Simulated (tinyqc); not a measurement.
Dispersion against the sound-wave line: Born-von Karman spring model of a cubic crystal with one atom per cell. Computed by tinyqc, a small Python program. Command: `OMP_NUM_THREADS=1 python tinyqc.py 3016158 3016159 out.jsonl springs walk`. One thread of a shared host (Intel(R) Xeon(R) Processor @ 2.30GHz), about 0.1 s of CPU time with the checks.

First neighbours lie at a/2 (1,1,1) (8 of them), second at a (1,0,0) (6), with all permutations and signs; the volume per atom is Omega = a^3/2. Two shells of springs match a real metal only roughly, above all at the zone boundary.

Inputs (values chosen for the exercise, modelled on sodium): atomic mass M = 22.99 u; radial spring k1L = 0.25 eV/angstrom^2; transverse spring k1T = -0.01 eV/angstrom^2; radial spring k2L = 0.034 eV/angstrom^2; transverse spring k2T = 0.0059 eV/angstrom^2.

Lattice: bcc.

Constants: nu for 1 eV/(angstrom^2 u) = 15.6333042 THz.

Method:
- A neighbour at R with unit vector n couples by the matrix K(R) = kL n n^T + kT (1 - n n^T), and D(q) = (1/M) sum_R K(R) [1 - cos(q.R)].
- An eigenvalue lambda of D in eV/(angstrom^2 u) gives nu = 15.6333042 THz x sqrt(lambda).
- The last column divides the top branch by the straight line with its slope at G. End points in 2 pi/a: H = (1, 0, 0), N = (0.5, 0.5, 0).

Frequencies (THz) along two lines:
```
line  fraction of the way    nu 1    nu 2    nu 3  nu 3 / linear
G-H                  0.10  0.5857  0.5857  0.6762        0.99214
G-H                  0.25  1.4266  1.4266  1.6225        0.95232
G-H                  0.40  2.1754  2.1754  2.4110        0.88445
G-H                  0.55  2.7901  2.7901  2.9917        0.79816
G-H                  0.70  3.2430  3.2430  3.3614        0.70461
G-H                  0.85  3.5187  3.5187  3.5535        0.61344
G-H                  1.00  3.6111  3.6111  3.6111        0.52988
G-N                  0.10  0.1439  0.4145  0.6176        0.99589
G-N                  0.25  0.3520  1.0141  1.5109        0.97450
G-N                  0.40  0.5407  1.5576  2.3206        0.93549
G-N                  0.55  0.6995  2.0150  3.0022        0.88016
G-N                  0.70  0.8196  2.3611  3.5178        0.81033
G-N                  0.85  0.8945  2.5767  3.8390        0.72827
G-N                  1.00  0.9199  2.6499  3.9481        0.63662
```

What follows from these numbers?

Along G-H the top branch ends at 53 % of its linear extrapolation. Along G-N the top branch ends at 64 % of its linear extrapolation, which is the 2/pi of a pure sine: planes normal to this line couple to their next planes alone. A Debye model keeps the straight line throughout.
